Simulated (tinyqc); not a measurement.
Estimate of lattice thermal conductivity from elastic moduli (Slack, Klemens and Cahill formulas): one step, computed by the program tinyqc.

An isotropic solid.

Problem. Grueneisen parameter. gamma = alpha_V B V/(3 k_B), with the classical heat capacity 3 k_B per atom.

Inputs (values chosen for the exercise, for a model crystal): bulk modulus B = 53.7 GPa; volume per atom V = 21.2 angstrom^3; volume expansion coefficient alpha_V = 35.7 ppm/K.

Grueneisen parameter: from thermal expansion.

Constants: k_B = 1.380649e-23 J/K.

Give: Grueneisen parameter gamma.

Solution.

Grueneisen parameter gamma = 0.98124
